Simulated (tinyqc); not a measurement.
# Worked calculation: interface traps from C-V curves, high-low and Terman methods

tinyqc, about 0.01 s, one thread, Intel Xeon 2.30GHz (shared host): `OMP_NUM_THREADS=1 python tinyqc.py 2030019 2030020 out.jsonl` Printed values are rounded.

MOS capacitor on an n-type substrate; psi is the band bending, negative in depletion; only majority carriers are counted. At the bending psi the Fermi level lies y = xi - psi below the conduction edge at the surface, xi = Vt ln(Nc/Nd). Dit(y) = D0 + D1 exp(-y/E1); traps fill up to the Fermi level, follow the bias and a slow signal, and do not follow a fast one. V is the gate voltage from flat band.

Inputs (values chosen for the exercise); band and dielectric values close to those of gallium arsenide:
- T = 300 K (temperature)
- eps_r = 13 (relative permittivity)
- Nc = 4.32e17 cm^-3 (conduction-band density of states at T)
- Nd = 5.2e15 cm^-3 (donor density)
- EOT = 3.5 nm (equivalent oxide thickness)
- D0 = 2e12 cm^-2 eV^-1 (trap density far from the band edge)
- D1 = 7.7e13 cm^-2 eV^-1 (band-tail density at the conduction edge)
- E1 = 0.1 eV (decay energy of the tail)
- n = 8 (points)
- pa = -0.85 V (deepest band bending)
- pb = -0.039 V (shallowest band bending)

Constants: q = 1.602176634e-19 C, kB = 1.380649e-23 J/K, Vt = kB T/q, eps0 = 8.8541878128e-14 F/cm where lengths are in cm. Results are converted to the units shown.

Range of the model: Traps more than about 25 kB T below the conduction edge emit electrons too slowly to follow an ordinary sweep, so the deepest points are idealised.

## The curves

Cox = 3.9 eps0/EOT, LD = sqrt(eps0 eps_r Vt/(q Nd)), u = psi/Vt, Cd = (eps0 eps_r/(sqrt(2) LD)) |exp(u) - 1|/sqrt(exp(u) - u - 1). Ideal V0 = psi - sqrt(2) (eps0 eps_r Vt/LD) sqrt(exp(u) - u - 1)/Cox for psi < 0; the traps add dV = (q/Cox) times the integral of Dit from 0 to psi = (q/Cox) [D0 psi + D1 E1 exp(-xi/E1) (exp(psi/E1) - 1)]. 1/C_HF = 1/Cox + 1/Cd, 1/C_LF = 1/Cox + 1/(Cd + q Dit). Take n equally spaced psi from pa to pb.

```
point    psi (V)    y (eV)  Dit (cm^-2 eV^-1)     V0 (V)     V (V)  C_HF (nF/cm^2)  C_LF (nF/cm^2)
0      -0.850000  0.964260         2.00500e12  -0.890297  -1.56515         23.5448         255.811
1      -0.734143  0.848403         2.01592e12  -0.771500  -1.40855         25.3500         257.807
2      -0.618286  0.732546         2.05071e12  -0.652452  -1.25131         27.6517         262.149
3      -0.502429  0.616688         2.16153e12  -0.533072  -1.09250         30.7312         273.311
4      -0.386571  0.500831         2.51453e12  -0.413231  -0.92930         35.1596         303.973
5      -0.270714  0.384974         3.63896e12  -0.292679  -0.75286         42.3506         383.470
6      -0.154857  0.269117         7.22072e12  -0.170804  -0.53519         57.2686         545.018
7      -0.039000  0.153260         1.86300e13  -0.045097  -0.18658         110.274         748.941
```

Cox = 986.609 nF/cm^2

At the deepest bending the traps stretch the gate voltage from -0.890 to -1.57 V.

## High-low extraction

q Dit = (1/C_LF - 1/Cox)^(-1) - (1/C_HF - 1/Cox)^(-1) at each point.

Dit by high-low, point 0 to 7 (cm^-2 eV^-1): 2.00500e12  2.01592e12  2.05071e12  2.16153e12  2.51453e12  3.63896e12  7.22072e12  1.86300e13

With a true high-frequency curve this returns Dit exactly.

## Terman extraction

psi at each point follows from C_HF and the ideal curve. Dit = (Cox/q) d(V - V0)/dpsi by central differences over the two neighbours.

Dit by Terman, point 1 to 6 (cm^-2 eV^-1): 2.01973e12  2.06284e12  2.20017e12  2.63761e12  4.03103e12  8.46961e12

The differences overstate the curved tail; the largest error is 17 %, at point 6.
